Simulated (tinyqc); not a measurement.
Electromigration in a confined line: Blech product, Korhonen stress evolution and Black's law. Changing the test temperature T. Computed by tinyqc, a small Python program. Command: `OMP_NUM_THREADS=1 python tinyqc.py 3025059 3025060 out.jsonl emigr sweep`. One thread of a shared host (Intel(R) Xeon(R) Processor @ 2.30GHz), about 0.01 s of CPU time with the checks.

The electron wind pushes atoms from the cathode (x = 0) to the anode (x = L); blocking ends build a back stress (tension positive). The input rho is taken not to change with temperature. d sigma/dt = d/dx [kappa (d sigma/dx + G)], with zero flux at both ends and sigma = sigma_0 at t = 0.

Inputs (values chosen for the exercise, close to those used for copper lines): resistivity rho = 2.75 micro-ohm cm; atomic volume Omega = 11.8 angstrom^3; effective charge number Z* = 1.5; prefactor D0 = 6.7e-08 m^2/s; activation energy E = 0.891 eV; effective modulus B = 30 GPa; critical stress sigma_c = 160 MPa; initial stress sigma_0 = 69 MPa; current density j = 2 MA/cm^2; line length L = 110 um; use temperature T_u = 105 C; use current density j_u = 0.93 MA/cm^2; current exponent n = 1.5.

Start: thermal stress.

Constants: e = 1.602176634e-19 C; k_B = 8.617333262e-05 eV/K; k_B = 1.380649e-23 J/K.

Method:
- G = Z* e rho j/Omega; D = D0 exp(-E/(k_B T)); kappa = D B Omega/(k_B T); drift velocity of an unconfined line v = D Z* e rho j/(k_B T). SI: 1 micro-ohm cm = 1e-8 ohm m, 1 MA/cm^2 = 1e10 A/m^2.
- Temperatures in kelvin are T(C) + 273.15.
- At steady state sigma(x) = sigma_0 + G (L/2 - x). A void forms only if the cathode stress reaches sigma_c, that is if j L exceeds (j L)_c = 2 Omega (sigma_c - sigma_0)/(Z* e rho). Time scale tau = L^2/kappa.
- Median life t50 = A j^(-n) exp(E/(k_B T)); acceleration factor = t50(use)/t50(test) = (j/j_u)^n exp[(E/k_B)(1/T_u - 1/T)].

One run for each value:
```
test temperature T (C)     tau (h)  drift velocity (nm/h)  acceleration factor  critical product (j L)_c (A/cm)
150                     3.3878e+04             1.3336e-01           5.7762e+01                           3249.5
175                     9.1805e+03             4.9213e-01           2.2575e+02                           3249.5
200                     2.8643e+03             1.5774e+00           7.6394e+02                           3249.5
225                     1.0071e+03             4.4860e+00           2.2874e+03                           3249.5
250                     3.9227e+02             1.1518e+01           6.1676e+03                           3249.5
275                     1.6687e+02             2.7075e+01           1.5191e+04                           3249.5
325                     3.7628e+01             1.2007e+02           7.3514e+04                           3249.5
350                     1.9594e+01             2.3058e+02           1.4708e+05                           3249.5
```

Give the missing row, test temperature T (C) = 300.

Computed row:
```
test temperature T (C)     tau (h)  drift velocity (nm/h)  acceleration factor  critical product (j L)_c (A/cm)
300                     7.6635e+01             5.8955e+01           3.4587e+04                           3249.5
```

Interpolating between the two neighbouring rows (linearly) misses most in tau (h), by 33 %. Over the rows, tau (h) falls from 33900 to 19.6; drift velocity (nm/h) rises from 0.133 to 231. With rho, Z* and sigma_c held fixed the critical product does not depend on temperature; only the clock does.
